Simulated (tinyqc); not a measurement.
Comparisons within one model: donors with valley-orbit split 1s states. A value that a table varies takes the place of the one given here.

Each donor binds at most one electron, in any of its states. For a site s, W_s = sum over its states of g exp(E/kT), and the ionised share is 1/(1 + W_s exp(eta)), eta = (EF - Ec)/kT; n = Nc F_1/2(eta); neutrality n + NA = ND x (mean ionised share); holes are neglected. Nc from N = 2 (m kB T/(4 pi c))^(3/2) with c = hbar^2/2m0, in 1/angstrom^3; times 1e24 for 1/cm^3, m = md. F_j(eta) = (1/Gamma(j + 1)) integral_0^infinity x^j dx/(1 + exp(x - eta)), which tends to exp(eta) for eta << 0.

Mobility (Caughey-Thomas form): mu = mu0 + (mu1 (T/300)^(-ga) - mu0)/(1 + ((ND + NA)/Nr)^de); rho = 1/(e n mu), e = 1.602176634e-19 C.

Constants: hbar^2/2m0 = 3.80998211 eV angstrom^2; kB = 8.617333262e-05 eV/K.

Parameters, chosen for this exercise (near those of Sb in Si; not measured data): md = 1.042 m0 (density-of-states mass of the conduction band); E = (41.4, 31.8, 28.6) meV (binding energies of 1s(A1), 1s(T2), 1s(E)); g = (2, 6, 4) (their degeneracies with spin); ND = 1.2e+18 1/cm^3 (donors); NA = 0 1/cm^3 (compensating acceptors, all ionised); T = 500 K; mu0 = 69 cm^2/(V s) (mobility at heavy doping); mu1 = 1381 cm^2/(V s) (mobility at light doping and 300 K); Nr = 1e+17 1/cm^3 (reference doping); de = 0.72 (doping exponent); ga = 2.3 (temperature exponent).

## What the excited states change

The last columns keep only the ground state of each site (g = 2).

Results:
```
T (K)  effective degeneracy    eta  n (1/cm^3)  n, ground states only  ratio
40                     2.47  -6.50    1.96e+15               2.17e+15  0.900
60                     3.27  -4.95    1.69e+16               2.16e+16  0.783
80                     4.12  -4.29    5.02e+16               7.13e+16  0.704
110                    5.22  -3.86    1.24e+17               1.93e+17  0.642
150                    6.34  -3.66    2.40e+17               3.91e+17  0.614
200                    7.34  -3.63    3.81e+17               6.15e+17  0.619
250                    8.05  -3.69    5.04e+17               7.82e+17  0.645
300                    8.58  -3.77    6.07e+17               8.97e+17  0.677
400                    9.30  -3.98    7.61e+17               1.03e+18  0.741
500                    9.77  -4.19    8.65e+17               1.09e+18  0.793
```

What does this show, and why?

The effective degeneracy grows from 2.47 to 9.77. Excited states hold electrons back, so the ratio is never above 1; it is lowest, 0.614, at 150 K of those listed, and 0.677 at 300 K. At low T the excited states empty out, and at high T more donors are ionised (n is 72 % of ND - NA in the last row), so the effect is largest in between.

## Ionisation and resistivity against doping

NA = 0.

Results:
```
ND (1/cm^3)  n (1/cm^3)   n/ND  mu (cm^2/(V s))  rho (ohm cm)  rho at full ionisation
1.0e+14        1.00e+14  1.000              424           147                     147
1.0e+15        1.00e+15  1.000              414          15.1                    15.1
1.0e+16        9.96e+15  0.996              369          1.70                    1.69
3.0e+16        2.96e+16  0.987              321         0.657                   0.649
1.0e+17        9.59e+16  0.959              248         0.263                   0.252
3.0e+17        2.68e+17  0.893              181         0.129                   0.115
1.0e+18        7.49e+17  0.749              126        0.0660                  0.0494
2.0e+18        1.27e+18  0.637              106        0.0462                  0.0294
```

What can be read from the table?

From 1e16 to 1e18 1/cm^3 rho falls by a factor 25.7, not 100: the mobility takes a factor 2.93 and incomplete ionisation 1.33. n/ND is below 0.9 from 3e+17 1/cm^3 on. From a few times 1e18 1/cm^3 on, depending on the dopant, the levels merge with the band, and already below that screening lowers the binding energy, so the last rows understate n.

## Compensation sets the slope of the freeze-out

NA = K ND. The slope energy is -d ln(n T^(-p))/d(1/kT) between 30 and 36 K, with p = 3/4 for K = 0 and p = 3/2 otherwise.

Results:
```
K       n(30 K) (1/cm^3)  n(36 K) (1/cm^3)  slope energy (meV)
0               2.27e+14          9.55e+14               20.14
0.0010          4.16e+13          5.27e+14               35.16
0.010           4.26e+12          7.48e+13               40.20
0.050           8.18e+11          1.44e+13               40.28
0.20            1.72e+11          3.04e+12               40.29
0.50            4.31e+10          7.60e+11               40.29
```

What can be read from the table?

Without acceptors the slope is 20.14 meV, against half the ground-state energy, 20.70; with K = 0.05 it is 40.28 meV, against the full 41.4. The full energy (less a few meV where excited levels lie within a few kT) shows where n is far below NA, since the acceptors then hold EF near the donor level: n(36 K)/NA is 0.44 for K = 0.001 and 0.00024 for K = 0.05; where it is not small, the slope falls short of the full energy.

## What moves the carrier density

All results formed anew. Each row changes one parameter from the base and keeps the others.

Results:
```
case                           eta  n (1/cm^3)  rho (ohm cm)
base                        -4.190   8.652e+17       0.06002
E = (46.4, 31.8, 28.6) meV  -4.196   8.605e+17       0.06035
md = 1.146 m0               -4.303   8.918e+17       0.05823
ND = 2.4e+18 1/cm^3         -3.668   1.453e+18       0.04215
NA = 1.2e+17 1/cm^3         -4.304   7.721e+17       0.06894
T = 530 K                   -4.250   8.895e+17       0.06235
Nr = 2e+17 1/cm^3           -4.190   8.652e+17       0.04935
```

How do the results move?

The largest shifts from the base row, up to three for each result and ties (the steps differ in size, so this ranks the rows, not the parameters). eta: ND +0.522, NA -0.114, md -0.113; unchanged at the printed digits by Nr. n (1/cm^3): ND +5.88e+17, NA -9.31e+16, md +2.66e+16; unchanged at the printed digits by Nr. rho (ohm cm): ND -0.0179, Nr -0.0107, NA +0.00892.

tinyqc: `OMP_NUM_THREADS=1 python tinyqc.py 1650538 1650539 out.jsonl`; about 0.01 s, one thread, shared Intel(R) Xeon(R) Processor @ 2.30GHz.
